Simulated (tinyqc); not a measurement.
Carrier statistics of a doped semiconductor with parabolic bands, step by step. Values are carried at full precision from step to step, so a last printed digit may differ when a step is redone from the rounded ones.

Constants: kB = 8.617333262e-05 eV/K; hbar^2/2m0 = 3.80998211 eV angstrom^2.

Values chosen for the exercise (near those of Si; the results hold for these values, not for the real material):
```
symbol  value     unit    meaning
Eg0     1.172     eV      gap at 0 K
al      0.000474  eV/K    Varshni alpha
be      634       K       Varshni beta
T       185       K
ml      0.912     m0      longitudinal electron mass
mt      0.191     m0      transverse electron mass
Mv      6                 equivalent valleys
mhh     0.532     m0      heavy-hole mass
mlh     0.153     m0      light-hole mass
ND      2e+15     1/cm^3  donors
NA      1.3e+15   1/cm^3  acceptors
ED      0.0451    eV      donor level below Ec
EA      0.0453    eV      acceptor level above Ev
```

## Gap and thermal energy

Eg(T) = Eg0 - al T^2/(T + be) (Varshni).

Eg = 1.15219 eV
kT = 0.015942 eV

The gap has shrunk by 19.8 meV from 0 K and is 72.3 kT wide.

## Effective densities of states

m_de = Mv^(2/3) (ml mt^2)^(1/3); m_dh = (mhh^(3/2) + mlh^(3/2))^(2/3); N = 2 (m kB T/(4 pi c))^(3/2) with c = hbar^2/2m0, in 1/angstrom^3; times 1e24 for 1/cm^3.

m_de = 1.0620 m0
m_dh = 0.5854 m0
Nc = 1.3299e+19 1/cm^3
Nv = 5.4426e+18 1/cm^3

The light holes supply 13.4 % of Nv, and Nc/Nv = 2.44.

## Intrinsic density and level

With Boltzmann statistics ni = sqrt(Nc Nv) exp(-Eg/2kT) and Ei = Eg/2 + (kT/2) ln(Nv/Nc), counted from Ev.

ni = 1.72e+03 1/cm^3
Ei = 0.5690 eV

Ei lies 7.1 meV below midgap, towards the band with the smaller density of states.

## Neutrality by bisection

Energies are counted from Ev, so Ec = Eg. n = Nc F_1/2((EF - Eg)/kT), p = Nv F_1/2(-EF/kT), ND+ = ND/(1 + 2 exp((EF - Eg + ED)/kT)), NA- = NA/(1 + 4 exp((EA - EF)/kT)); neutrality asks p + ND+ = n + NA-. F_j(eta) = (1/Gamma(j + 1)) integral_0^infinity x^j dx/(1 + exp(x - eta)), which tends to exp(eta) for eta << 0.

Start from the bracket [-0.2 eV, Eg + 0.2 eV]; at the midpoint EF take the sign of p + ND+ - n - NA-; where it is positive EF must rise. Fourteen steps are shown.

Bisection (eV, 1/cm^3):
```
step       low     high       EF         n         p       ND+       NA-  sign
1     -0.20000  1.35219  0.57610  2.69e+03  1.10e+03  2.00e+15  1.30e+15     +
2      0.57610  1.35219  0.96414  1.00e+14  2.95e-08  2.00e+15  1.30e+15     +
3      0.96414  1.35219  1.15817  1.36e+19  1.53e-13  3.98e+13  1.30e+15     -
4      0.96414  1.15817  1.06116  4.40e+16  6.73e-11  1.80e+15  1.30e+15     -
5      0.96414  1.06116  1.01265  2.10e+15  1.41e-09  1.99e+15  1.30e+15     -
6      0.96414  1.01265  0.98840  4.59e+14  6.45e-09  2.00e+15  1.30e+15     +
7      0.98840  1.01265  1.00052  9.82e+14  3.02e-09  2.00e+15  1.30e+15     -
8      0.98840  1.00052  0.99446  6.71e+14  4.41e-09  2.00e+15  1.30e+15     +
9      0.99446  1.00052  0.99749  8.12e+14  3.65e-09  2.00e+15  1.30e+15     -
10     0.99446  0.99749  0.99598  7.38e+14  4.01e-09  2.00e+15  1.30e+15     -
11     0.99446  0.99598  0.99522  7.04e+14  4.21e-09  2.00e+15  1.30e+15     -
12     0.99446  0.99522  0.99484  6.87e+14  4.31e-09  2.00e+15  1.30e+15     +
13     0.99484  0.99522  0.99503  6.96e+14  4.26e-09  2.00e+15  1.30e+15     +
14     0.99503  0.99522  0.99512  7.00e+14  4.23e-09  2.00e+15  1.30e+15     -
```

Each step halves the bracket, which is 0.189 meV wide at the last row.

## The neutral state

Solve the neutrality condition for EF to convergence.

EF = 0.9950 eV
n = 6.96e+14 1/cm^3
p = 4.25e-09 1/cm^3
ND+ = 2.00e+15 1/cm^3
NA- = 1.30e+15 1/cm^3

The material is n-type; 99.8 % of the donors are ionised. EF lies 9.86 kT inside the gap from the conduction edge, so Boltzmann statistics would serve; n p/(Nc Nv exp(-Eg/kT)) = 1.000.

## Checks

- F_1/2(1) by the trapezoid rule against adaptive quadrature: both 1.575641.
- Positive against negative charge at the solution (1/cm^3): both 1.99646e+15.

Computed by tinyqc, a small Python program: `OMP_NUM_THREADS=1 python tinyqc.py 1650302 1650303 out.jsonl` (the numbers bound the seed that draws the inputs); one thread of a shared host (Intel(R) Xeon(R) Processor @ 2.30GHz), about 0.01 s for the whole set of steps.
